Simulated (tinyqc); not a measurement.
What moves the results: shallow acceptor in the spherical four-band model. A value that a table varies takes the place of the one given here.

The ground state 1S3/2 has an L = 0 part f(r) and an L = 2 part g(r). In units of Ry* and a*, with Gaussians f_i = exp(-a_i r^2), g_i = r^2 exp(-a_i r^2), A = a_i + a_j and I(n) = Gamma((n + 1)/2)/(2 A^((n + 1)/2)): S_ff = I(2), S_gg = I(6), H_ff = (6 a_i a_j/A) I(2) - 2 I(1), H_gg = (14 a_i a_j/A) I(6) - 2 I(5), H_fg = -mu [15 I(2) - 20 a_j I(4) + 4 a_j^2 I(6)]; each function is then normalised. The split-off band is left out.

Converged values use 22 exponents 2.2^i, i = -7 to 14, for f and for g.

Units Ry* = Ry/(g1 eps^2) and a* = a0 eps g1; mu = (6 g3 + 4 g2)/(5 g1) is the spherical heavy-light coupling and delta = (g3 - g2)/g1 the cubic term, which is left out.

Constants: Ry = 13.60569312 eV; a0 (Bohr radius) = 0.5291772105 angstrom.

Values chosen for the exercise (near those of a shallow acceptor in GaSb; not measured data): mus = (0.06, 0.27, 0.46, 0.61, 0.72, 0.81, 0.91) (couplings); rc = 2.1 angstrom (radius of the central cell); Vs = (2, 0, -0.5, -1.5, -2.5, -3.5) eV (central-cell strengths); g1 = 13.39 (Luttinger gamma1); g2 = 4.68 (gamma2); g3 = 6.04 (gamma3); eps = 15.4 (dielectric constant).

## Strength of the heavy-light coupling

Ry* = 4.2845 meV

Converged values in Ry* and a*; the heavy-mass hydrogen model gives 1/(1 - mu).

Results:

| mu | binding (Ry*) | 1/(1 - mu) | ratio | L = 2 weight | <r> (a*) | binding (meV) |
|---|---|---|---|---|---|---|
| 0.06 | 1.003 | 1.064 | 0.943 | 0.002 | 1.496 | 4.3 |
| 0.27 | 1.071 | 1.370 | 0.782 | 0.031 | 1.416 | 4.6 |
| 0.46 | 1.241 | 1.852 | 0.670 | 0.092 | 1.249 | 5.3 |
| 0.61 | 1.530 | 2.564 | 0.597 | 0.166 | 1.039 | 6.6 |
| 0.72 | 1.960 | 3.571 | 0.549 | 0.237 | 0.832 | 8.4 |
| 0.81 | 2.695 | 5.263 | 0.512 | 0.307 | 0.621 | 11.5 |
| 0.91 | 5.255 | 11.111 | 0.473 | 0.398 | 0.331 | 22.5 |

The binding starts as 1 + O(mu^2), 1.003 at mu = 0.06, since the coupling enters in second order, and reaches 5.25 at mu = 0.91. The ratio to the heavy-mass model falls from 0.94 to 0.47, towards about 0.44 as mu goes to 1: the bound hole is only partly heavy. The L = 2 weight grows to 0.40 and the radius shrinks by a factor 4.5.

## Central-cell correction

mu = 0.82091
a* = 109.120 angstrom

A short-range term V exp(-r^2/rc^2) is added (negative: attracts the hole); its elements are V S (A/(A + 1/rc^2))^(3/2) for f and ^(7/2) for g, in the same units.

Results:

| V (eV) | 1S binding (meV) | 2S binding (meV) | <r> (angstrom) | L = 2 weight |
|---|---|---|---|---|
| 2.0 | 11.6 | 3.59 | 67.4 | 0.314 |
| 0.0 | 12.1 | 3.66 | 64.7 | 0.316 |
| -0.5 | 12.3 | 3.68 | 63.8 | 0.316 |
| -1.5 | 12.7 | 3.74 | 61.8 | 0.317 |
| -2.5 | 13.3 | 3.81 | 59.1 | 0.319 |
| -3.5 | 14.2 | 3.91 | 55.6 | 0.321 |

From V = 0 to -3.5 eV the 1S binding grows by 2.1 meV (17 %) and the 2S binding by 0.25 meV, so the chemical shift sits mainly in the ground state. A repulsion of 2 eV removes 0.5 meV. The slope is 0.88 meV per eV over the last step against 0.25 on the repulsive side, since attraction pulls the state into the cell; over this range the level stays shallow.

## What each parameter does

Converged values. Each row changes one parameter from the base and keeps the others.

Results:

| case | mu | Ry* (meV) | binding (meV) | <r> (angstrom) |
|---|---|---|---|---|
| base | 0.821 | 4.28 | 12.15 | 64.7 |
| g1 = 14.46 | 0.760 | 3.97 | 8.80 | 87.6 |
| g2 = 3.98 | 0.779 | 4.28 | 10.17 | 76.2 |
| g3 = 5.56 | 0.778 | 4.28 | 10.13 | 76.5 |
| eps = 16.6 | 0.821 | 3.69 | 10.45 | 69.7 |

The largest shifts from the base row, up to three for each result and ties (the steps differ in size, so this ranks the rows, not the parameters). mu: g1 -0.061, g3 -0.043, g2 -0.042; unchanged at the printed digits by eps. Ry* (meV): eps -0.60, g1 -0.32; unchanged at the printed digits by g2 and g3. binding (meV): g1 -3.34, g3 -2.02, g2 -1.98. <r> (angstrom): g1 +22.9, g3 +11.9, g2 +11.5. g1 acts twice: it lowers Ry* and it lowers mu.

Program tinyqc; command `OMP_NUM_THREADS=1 python tinyqc.py 1250337 1250338 out.jsonl`; about 0.05 s on one thread of a shared Intel(R) Xeon(R) Processor @ 2.30GHz.
